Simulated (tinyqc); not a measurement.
Joule-heated wire on a substrate, fin equation: one step of the calculation.

A wire of length L loses heat along itself to two contacts and sideways to the substrate: kap A theta'' - g theta + p = 0 with theta = T - T0 and p = p0. The ends are held at T0. Constant conductivity, diffusive heat flow.

Problem. Temperature rise. Solve -c theta_(i-1) + d_i theta_i - c theta_(i+1) = b_i for nodes 1 to 11, with theta = 0 at nodes 0 and 12.

Values chosen for this exercise: temperature of substrate and contacts T0 = 293 K.

c = 3.24 uW/K

```
node,d (uW/K),b (uW)
1,6.571,6.8
2,6.571,6.8
3,6.571,6.8
4,6.571,6.8
5,6.571,6.8
6,6.571,6.8
7,6.571,6.8
8,6.571,6.8
9,6.571,6.8
10,6.571,6.8
11,6.571,6.8
```

Wanted: theta.

Solution.

```
node,theta (K)
0,0.000
1,8.545
2,15.230
3,20.245
4,23.730
5,25.782
6,26.460
7,25.782
8,23.730
9,20.245
10,15.230
11,8.545
12,0.000
```

Program tinyqc, `OMP_NUM_THREADS=1 python tinyqc.py 2520151 2520152 out.jsonl`; Intel Xeon 2.30GHz, shared host, one thread, about 0.01 s.
